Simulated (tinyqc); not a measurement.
Inside a calculation. Model: single-junction solar cell, detailed-balance limit.

Computed by the program tinyqc: `OMP_NUM_THREADS=1 python tinyqc.py 2820007 2820008 out.jsonl`, one thread of a shared Intel Xeon 2.30GHz, about 0.01 s for the whole run. Printed values are rounded.

Every photon above the gap Eg makes one pair and none below is absorbed; carriers thermalise at T and move without loss. Jsc = q fs X Phi(Eg, Ts); the dark current is J0 = q ge Phi(Eg, T)/ERE with the Boltzmann factor exp(V/Vt). The efficiency is the electrical power over fs X sigma Ts^4.

Values chosen for this exercise:

| symbol | value | unit | meaning |
|---|---|---|---|
| T | 350 | K | cell temperature |
| Ts | 7000 | K | temperature of the black-body sun |
| fs | 2.16e-5 |  | share of the hemisphere filled by the sun |
| X | 1 |  | concentration |
| ERE | 0.0001 |  | external radiative efficiency |
| ge | 2 |  | number of faces that emit |
| Eg | 0.82 | eV | band gap |

Constants: q = 1.602176634e-19 C, kB = 1.380649e-23 J/K, h = 6.62607015e-34 J s, c = 299792458 m/s, Vt = kB T/q. Results are converted to the units shown.

## Photon flux of the source, term by term

Photon flux above E from a black body at temperature T into a hemisphere: Phi(E, T) = A sum_k exp(-k E/th)[E^2 th/k + 2 E th^2/k^2 + 2 th^3/k^3], k = 1, 2, ..., with th = kB T/q in eV and A = 2 pi q^3/(h^3 c^2). The first six terms at E = Eg, T = Ts are listed; the flux takes all.

th = 0.603213 eV
A = 9.88329e22 cm^-2 s^-1 eV^-3
terms k = 1..6 (eV^3): 0.370157  0.0268346  0.00368861  6.33188e-4  1.21218e-4  2.47347e-5
Phi(Eg, Ts) = 3.96781e22 cm^-2 s^-1

The first term, the Boltzmann limit, holds 92.2 % of the flux.

## Photocurrent, dark current and incident power

Photon flux above E from a black body at temperature T into a hemisphere: Phi(E, T) = A sum_k exp(-k E/th)[E^2 th/k + 2 E th^2/k^2 + 2 th^3/k^3], k = 1, 2, ..., with th = kB T/q in eV and A = 2 pi q^3/(h^3 c^2). Jsc = q fs X Phi(Eg, Ts), J0 = q ge Phi(Eg, T)/ERE. Pin = fs X sigma Ts^4, sigma = 2 pi^5 kB^4/(15 h^3 c^2).

Jsc = 137.314 mA/cm^2
J0 = 0.0107684 mA/cm^2
Pin = 294.075 mW/cm^2

## Iteration 1: maximum power point by Newton steps

v at the start = 9.453

With v = V/Vt the power is largest where f = (1 + v) exp(v) - 1 - Jsc/J0 vanishes; f' = (2 + v) exp(v), v(new) = v - f/f'.

f = 1.20485e5
f' = 1.45984e5
v after iteration 1 = 8.62767

## Iteration 2: maximum power point by Newton steps

As before.

f = 41008.8
f' = 59345.4
v after iteration 2 = 7.93665

## Course of the iteration: maximum power point by Newton steps

Stop when v changes by less than 1e-10, or after 40 iterations.

Course of the iteration:
```
iteration        v  |change|
1          8.62767     0.825
2          7.93665     0.691
3          7.49597     0.441
4          7.34704     0.149
5          7.33334    0.0137
6          7.33324   1.05e-4
7          7.33324   6.09e-9
8          7.33324         0
```

Converged in 8 iterations. At the end the number of correct digits about doubles with each step.

## Voltages, fill factor and efficiency

v = 7.33324

Voc = Vt ln(1 + Jsc/J0), Vmp = v Vt, Jmp = Jsc - J0 (exp(v) - 1), FF = Vmp Jmp/(Voc Jsc), efficiency Vmp Jmp/Pin.

Voc = 0.285124 V
Eg/q - Voc = 0.534876 V
Vmp = 0.221175 V
Jmp = 120.846 mA/cm^2
FF = 0.682684
efficiency = 9.08887 %

Of the voltage deficit, Vt ln(1/ERE) = 278 mV is due to non-radiative recombination.
